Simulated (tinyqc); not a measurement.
Bloch-Grueneisen resistivity of a metal. From resistivity rho back to transport coupling lambda_tr. Computed by tinyqc, a small Python program. Command: `OMP_NUM_THREADS=1 python tinyqc.py 3000130 3000131 out.jsonl bg inv`. One thread of a shared host (Intel(R) Xeon(R) Processor @ 2.30GHz), about 0.02 s of CPU time with the checks.

Electrons scatter from a Debye spectrum of phonons (n = 5 for scattering within one band, n = 3 for scattering into a second, heavy band) and from static defects.

Inputs (values chosen for the exercise, modelled on molybdenum): exponent n = 5; Debye temperature Theta = 365 K; Drude plasma energy hbar w_p = 8.4 eV; residual resistivity rho_0 = 0.0056 microohm cm; temperature T = 77 K; coefficient A of T^2 = 1 picoohm cm/K^2.

Addition: T^2 term.

Constants: k_B = 1.380649e-23 J/K; hbar = 1.054571817e-34 J s; eps_0 = 8.8541878128e-12 F/m; hbar = 6.582119569e-16 eV s; k_B = 8.617333262e-05 eV/K.

Method:
- J_n(y) = int_0^y x^n e^x/(e^x - 1)^2 dx, by 96 Gauss-Legendre points (upper limit at most 60).
- rho_ph = (n - 1) rho_1 (T/Theta)^n J_n(Theta/T), with rho_1 = 2 pi lambda_tr k_B Theta/(hbar eps_0 w_p^2), the high-temperature line at T = Theta.
- rho = rho_0 + A T^2 + rho_ph.
- Temperature coefficient (1/rho) d rho/dT by a central difference of +/- 0.5 K; residual ratio rho(295 K)/rho(4.2 K); scattering time tau = 1/(eps_0 w_p^2 rho); Wiedemann-Franz kappa = L_0 T/rho, L_0 = (pi^2/3)(k_B/e)^2.

Task: A run gave the result below. Find the transport coupling lambda_tr, known to lie between 0.15 and 0.58.

resistivity rho = 0.4855538 microohm cm

Result:

Each step takes the trial c = (a f_b - b f_a)/(f_b - f_a), f being the result less the target and a, b, c the logarithms of the listed values; c replaces end b, the old b replaces a if the sign of f changed, and otherwise f_a is halved.

Scan of the range:
```
transport coupling lambda_tr  resistivity rho (microohm cm)
0.150                                              0.244962
0.188                                              0.304098
0.235                                              0.377241
0.295                                              0.470614
0.370                                              0.587331
0.463                                              0.732059
0.580                                              0.914137
```

False position (Illinois rule, in the logarithm of the input) inside the bracket:
```
step     end a     end b     trial  resistivity rho (microohm cm)
1     0.295000  0.370000  0.303679                       0.484120
2     0.370000  0.303679  0.304513                       0.485419
3     0.370000  0.304513  0.304670                       0.485663
4     0.304513  0.304670  0.304600                       0.485554
5     0.304670  0.304600  0.304600                       0.485554
```

Resistivity rho rises at every point of a 13-point scan of the range (every second point is shown), so one value fits; it is bracketed by 0.295 and 0.370. The scan shows a straight line, so linear interpolation between any two rows gives the answer at once. Answer: transport coupling lambda_tr = 0.3046.

Caution: below about Theta/2 small-angle phonon scattering degrades heat flow more than charge flow, so a thermal conductivity taken from rho by the Wiedemann-Franz law would be too high.
